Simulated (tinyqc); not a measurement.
# Finite-size error of a charged defect in a periodic cell: Madelung and Makov-Payne terms, step by step

A worked calculation. Computed by tinyqc, a small Python program that keeps every step. Command: `OMP_NUM_THREADS=1 python tinyqc.py 3014564 3014565 out.jsonl imagecharge walk`. One thread of a shared host (Intel(R) Xeon(R) Processor @ 2.30GHz), about 0.04 s of CPU time with the checks. Intermediate numbers are printed to about 5 digits and carried at full precision; extremes and crossings named in words are read from the listed rows.

L is the cube root of the cell volume. The defect charge is a Gaussian, rho(r) = q (2 pi sigma^2)^(-3/2) exp(-r^2/2 sigma^2), repeated periodically in a uniform neutralising background and screened by a continuum. The model cell energy is E(L) = E_0 + [periodic - isolated electrostatic energy].

Inputs (values chosen for the exercise, with screening close to that of 4H-SiC):
```
quantity                                     value      unit
charge q                                        -2         e
cell length L                                 10.3  angstrom
dielectric constant eps                       9.79         -
width sigma of the defect charge              0.87  angstrom
formation energy of the isolated defect E_0  1.571        eV
```

Supercell lattice: fcc. Screening: isotropic.

scatter added to the six cells, standing for numerical noise (meV): -3.2  -15  -31  -14  9.4  -14

Constants: e^2/(4 pi eps_0) = 14.39964548 eV angstrom.

## The cell

Cell vectors: (0,1,1), (1,0,1), (1,1,0), scaled to volume L^3.

cell vectors (rows) (angstrom):
```
        1       2       3
1  0.0000  8.1751  8.1751
2  8.1751  0.0000  8.1751
3  8.1751  8.1751  0.0000
```

nearest image = 11.561 angstrom

## Madelung energy

Ewald sum for a unit point charge: scale each Cartesian component of the cell by 1/sqrt(eps_i), giving R', G' and V'; E = [ (1/2) sum erfc(eta R')/R' + (2 pi/V') sum exp(-G'^2/4 eta^2)/G'^2 - eta/sqrt(pi) - pi/(2 V' eta^2) ] e^2/(4 pi eps_0) / sqrt(eps_x eps_y eps_z), over n_i = -6..6, omitting n = (0,0,0), eta = 2/V'^(1/3). alpha = -2 E eps_g L/(e^2/(4 pi eps_0)), eps_g = (eps_x eps_y eps_z)^(1/3).

terms for a unit charge (eV): real space 0.00115, reciprocal 0.00984, self -0.16113, background -0.05608

Madelung constant alpha = 2.8883

point-charge correction -q^2 E = 0.82490 eV

## Energy of the smeared charge in the cell

Periodic energy of the Gaussian: (2 pi q^2/V) sum_(G != 0) exp(-sigma^2 G^2)/(G.eps.G) x e^2/(4 pi eps_0), n_i = -k..k with k = max(9, L/sigma rounded up). Isolated energy: q^2/(2 sqrt(pi) sigma) <1/(n.eps.n)> e^2/(4 pi eps_0), the mean over directions n, here 1/eps.

periodic energy = 1.1084 eV

isolated energy = 1.9077 eV

finite-size error = -0.79929 eV

E(L) = 0.77171 eV

## Makov-Payne correction

Second radial moment Q = q <r^2> = 3 q sigma^2; E(corrected) = E(L) + q^2 alpha e^2/(4 pi eps_0)/(2 eps L) - 2 pi q Q e^2/(4 pi eps_0)/(3 eps L^3). Errors left are the corrected energies less E_0.

Q = -4.5414 e angstrom^2

third-order term = -0.025606 eV

error left after the first term = 0.025606 eV

error left after both terms = 0 eV

third-order over first-order term, in size = 0.031041

The point-charge term alone overcorrects by 0.0256 eV, 3 % of itself; both terms together are exact to 1e-7 eV, since the clouds do not overlap.

## A series of cells

Cells of the same shape with L scaled by 0.7, 0.85, 1, 1.25, 1.5 and 2; the scatter is added to E(L). The point-charge correction scales as 1/L from its value at the input L.

Scaling data:
```
L (angstrom)  1/L (1/angstrom)  E(L) (eV)  E(L) + point-charge correction (eV)
7.210                  0.13870     0.4640                               1.6425
8.755                  0.11422     0.6272                               1.5977
10.300                 0.09709     0.7407                               1.5656
12.875                 0.07767     0.9102                               1.5701
15.450                 0.06472     1.0381                               1.5880
20.600                 0.04854     1.1478                               1.5602
```

## Ways to reach the isolated limit

Least-squares fits of E(L) to a + b/L, a + c/L^3 or a + b/L + c/L^3; the estimate is a, and errors are against E_0.

Estimates of E_0:
```
way                              estimate (eV)  error (meV)
largest cell, uncorrected               1.1478      -423.25
largest cell, point-charge term         1.5602       -10.80
1/L fit, three smallest                 1.3866      -184.41
1/L fit, all six                        1.5203       -50.68
1/L^3 fit, all six                      1.0730      -498.04
1/L and 1/L^3, three smallest           1.3766      -194.36
1/L and 1/L^3, all six                  1.6020        31.03
corrected data, 1/L^3 fit               1.5592       -11.75
```

coefficient b of the full fit = -9.2439 eV angstrom

Best here: largest cell, point-charge term (-10.8 meV); worst: 1/L^3 fit, all six (-498 meV). The fitted b is 108.8 % of the Madelung value -q^2 alpha e^2/(8 pi eps_0 eps_g). The three-term fit to three small cells has no spare point and magnifies the scatter.

Checks made by the program: the same sum with another eta (relative difference below 1e-10); both terms against the exact model when the clouds do not overlap (relative difference below 1e-10).
